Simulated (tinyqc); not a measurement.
Bandgap voltage reference from two bipolar transistors: one step of the calculation.

Two transistors of area 1 and N carry the same current I. Is(T) = Is (T/T0)^eta exp[(Vg0 q/kB)(1/T0 - 1/T)], VBE1 = Vt ln(I/Is(T)) + I rb, VBE2 = Vt ln(I/(N Is(T))) + I rb/N. The amplifier forces I R1(T) = VBE1 - VBE2 + Vos, with R(T) = R (1 + tc (T - T0)) for both resistors, and the output is Vref = VBE1 + I R2(T). Base currents and the Early effect are neglected.

Problem. Operating point at another temperature. Vt = kB T/q; I = (Vt ln N + Vos)/(R1(T) - rb (1 - 1/N)).

Parameters, values chosen for the exercise; values of the order met in silicon bipolar transistors:
- T0 = 298 K (reference temperature)
- Vg0 = 1.143 V (band-gap voltage extrapolated to 0 K)
- eta = 3.4 (temperature exponent of the saturation current)
- Is = 1.9e-16 A (saturation current of the unit transistor at T0)
- N = 8 (area ratio of the second transistor)
- R1 = 5.4 kohm (resistor across which the difference of VBE falls, at T0)
- tc = -1400 ppm/K (temperature coefficient of both resistors)
- Vos = 0 mV (offset of the amplifier)
- rb = 0 ohm (series resistance of the unit transistor)
- R2 = 57.79 kohm (output resistor at T0)
- T = 253 K (temperature)

Constants: q = 1.602176634e-19 C, kB = 1.380649e-23 J/K. Results are converted to the units shown.

Wanted: Vt; I; Is(T); VBE1; I R2; Vref.

Solution.

Vt = 0.02180 V
I = 7.898 uA
Is(T) = 3.970e-20 A
VBE1 = 0.7178 V
I R2 = 0.4852 V
Vref = 1.203 V

From T0 to T, VBE1 changes by 84.1 mV and I R2 by -86.3 mV, which leaves -2.15 mV in Vref.

Computed by the program tinyqc: `OMP_NUM_THREADS=1 python tinyqc.py 2062198 2062199 out.jsonl`, one thread of a shared Intel Xeon 2.30GHz, about 0.02 s for the whole run.
